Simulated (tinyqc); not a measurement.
From results back to parameters: two-band tight binding of a puckered layer. Three cases, with inputs chosen for the exercise.

Problem. In the two-band model of a puckered layer with hoppings t1 to t5, along y the masses are c/(gy + ey) for electrons and c/(gy - ey) for holes, with gy = -ay^2 (t1 + t3)/4, ey = -t4 ay^2/2, c = hbar^2/2m0; the gap is 2 (t2 + 2 t1 + 2 t3 + t5). The values below come from hidden hoppings.

Constants: hbar^2/2m0 = 3.80998211 eV angstrom^2.

Find: t1 + t3, t4, t2 + t5.

Method. The mean of c/m gives gy and half the difference ey; the gap then gives t2 + t5.

Case 1.

Values chosen (out of a larger set: near a published set for monolayer black phosphorus; not measured data): ay = 3.35 angstrom (period along y (zigzag)).

masses along y (m0): electron 0.827532, hole 1.101362

gap = 1.5720 eV

Solution.

t1 + t3, t4, t2 + t5 (eV): -1.437  -0.102  3.660

Case 2.

Values chosen (out of a larger set: near a published set for monolayer black phosphorus; not measured data): ay = 3.28 angstrom (period along y (zigzag)).

masses along y (m0): electron 0.858522, hole 1.190387

gap = 1.5020 eV

Solution.

t1 + t3, t4, t2 + t5 (eV): -1.420  -0.115  3.591

Case 3.

Values chosen (out of a larger set: near a published set for monolayer black phosphorus; not measured data): ay = 3.33 angstrom (period along y (zigzag)).

masses along y (m0): electron 0.869836, hole 1.145284

gap = 1.7040 eV

Solution.

t1 + t3, t4, t2 + t5 (eV): -1.390  -0.095  3.632

Computed by tinyqc, one run a case: `OMP_NUM_THREADS=1 python tinyqc.py N N+1 out.jsonl` with N = 1452544, 1452682, 1452871; one thread of a shared Intel(R) Xeon(R) Processor @ 2.30GHz, about 0.01 s a run at most.
